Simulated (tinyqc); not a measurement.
# MOS inversion layer, Poisson-Schroedinger loop: what changes with what

Electrons confined at an insulator interface at z = 0, treated as a hard wall; parabolic valleys, Hartree approximation, no image or exchange terms. The depletion charge lies far deeper than the electrons and gives a uniform field q Nd/(eps0 eps_r); the gate balances all charge. Energies are counted from the band edge at the interface.

Inputs (values chosen for the exercise); masses and permittivity close to those of silicon (100): temperature T = 300 K; relative permittivity eps_r = 11.5; mass along z of valley set A (2 valley(s)) mz1 = 0.93 m0; in-plane density-of-states mass of set A md1 = 0.191 m0; mass along z of valley set B (4 valley(s)) mz2 = 0.194 m0; in-plane density-of-states mass of set B md2 = 0.412 m0; sheet density of electrons Ns = 1.4e13 cm^-2; sheet density of depletion charge Nd = 6.4e10 cm^-2; extra shift of set B (strain) dE = 0 eV.

Constants: q = 1.602176634e-19 C, kB = 1.380649e-23 J/K, hbar = 1.054571817e-34 J s, m0 = 9.1093837015e-31 kg, Vt = kB T/q, eps0 = 8.8541878128e-14 F/cm where lengths are in cm, hbar^2/(2 m0) = 0.0380998212 eV nm^2. Results are converted to the units shown.

Each table varies one quantity; the others keep the values above.

## Effect of the extra shift of set B (strain)

Schroedinger equation -(C/mz) psi'' + (V0 + U + dE for set B) psi = E psi, C = hbar^2/(2 m0), psi(0) = 0, on a uniform mesh of 800 nodes with a far wall at 21 nm, 8 levels a set; V0 = q Nd z/(eps0 eps_r); dU/dz = q (Ns - integral of n from 0 to z)/(eps0 eps_r), U(0) = 0; N_k = g md m0 q Vt/(pi hbar^2) ln(1 + exp((EF - E_k)/Vt)), g the number of valleys of the set, sum N_k = Ns. Triangular well: E_k = a_k (C F^2/mz)^(1/3), a_1 = 2.338107, a_2 = 4.087949, C = hbar^2/(2 m0), F in eV/nm. Fang-Howard (all electrons in the lowest level of set A): b^3 = 6 (mz1/C) q (Nd + 11 Ns/32)/(eps0 eps_r), centroid 3/b, level C b^2/(4 mz1) + (3/b) q (Nd + 11 Ns/16)/(eps0 eps_r). The centroid adds 3.9 z_av/eps_r to an oxide-equivalent thickness.

The same in every row: Fang-Howard centroid (nm) = 1.34.

Results:
```
dE (eV)	A1 (meV)	B1 (meV)	EF (meV)	share of A1 (%)	share of set A (%)	centroid z_av (nm)	added oxide equivalent (nm)
-0.05	267	327	305	49.4	51.3	2.07	0.703
-0.02	263	345	313	60.4	64.8	1.99	0.674
0.01	260	365	319	69.5	78.1	1.92	0.650
0.04	258	389	323	75.7	89.1	1.87	0.635
0.07	257	415	325	79.0	95.6	1.85	0.629
0.1	257	444	326	80.3	98.5	1.85	0.626
0.16	257	503	326	81.0	99.8	1.84	0.625
```

Estimate the missing row, dE = 0.13 eV.

Computed row:
```
dE (eV)	A1 (meV)	B1 (meV)	EF (meV)	share of A1 (%)	share of set A (%)	centroid z_av (nm)	added oxide equivalent (nm)
0.13	257	473	326	80.8	99.5	1.84	0.625
```

With this row back in the table: As dE goes from -0.05 to 0.16, A1 falls from 267 to 257 meV, the share of A1 rises from 49.4 to 81.0 % and the centroid falls from 2.07 to 1.84 nm. The Fang-Howard centroid is 35 % below the full one in the first row, where A1 holds 49.4 %, and 27 % below it in the last, where A1 holds 81.0 %.

## Effect of the sheet density of electrons

Schroedinger equation -(C/mz) psi'' + (V0 + U + dE for set B) psi = E psi, C = hbar^2/(2 m0), psi(0) = 0, on a uniform mesh of 800 nodes with a far wall at 200 nm, 8 levels a set; V0 = q Nd z/(eps0 eps_r); dU/dz = q (Ns - integral of n from 0 to z)/(eps0 eps_r), U(0) = 0; N_k = g md m0 q Vt/(pi hbar^2) ln(1 + exp((EF - E_k)/Vt)), g the number of valleys of the set, sum N_k = Ns.

Effect of the sheet density of electrons:
```
Ns (cm^-2)	A1 (meV)	B1 (meV)	EF (meV)	share of A1 (%)	share of set A (%)	centroid z_av (nm)	added oxide equivalent (nm)	Fang-Howard centroid (nm)
1e11	14.7	23.9	-146	8.38	30.4	15.2	5.16	4.92
2.1e11	20.5	32.7	-115	10.6	32.3	13.0	4.41	4.41
4.5e11	30.9	48.4	-75.7	14.8	35.6	10.3	3.49	3.77
9.7e11	48.5	74.4	-27.1	22.2	41.0	7.59	2.57	3.09
2.1e12	78.0	116	35.0	34.0	49.4	5.29	1.79	2.46
4.4e12	124	179	114	48.3	59.9	3.64	1.23	1.95
9.4e12	201	280	230	61.7	70.0	2.49	0.843	1.53
2e13	328	447	414	69.4	75.7	1.75	0.594	1.19
```

As Ns goes from 1e11 to 2e13, A1 rises from 14.7 to 328 meV, the share of A1 rises from 8.38 to 69.4 % and the centroid falls from 15.2 to 1.75 nm. A1 goes as Ns^(0.65) between the last two rows (a triangular well in the field of that charge alone gives 2/3). EF lies more than 2 meV above A1 for Ns = 9.4e12, 2e13. The Fang-Howard centroid is 68 % below the full one in the first row, where A1 holds 8.38 %, and 32 % below it in the last, where A1 holds 69.4 %. For Ns = 1e11, 2.1e11, 4.5e11, 9.7e11, 2.1e12 the eighth level of a set still holds over 0.4 % of the electrons, so more levels and a farther wall would raise the centroid.

Program tinyqc, `OMP_NUM_THREADS=1 python tinyqc.py 2160070 2160071 out.jsonl`; Intel Xeon 2.30GHz, shared host, one thread, about 2 s.
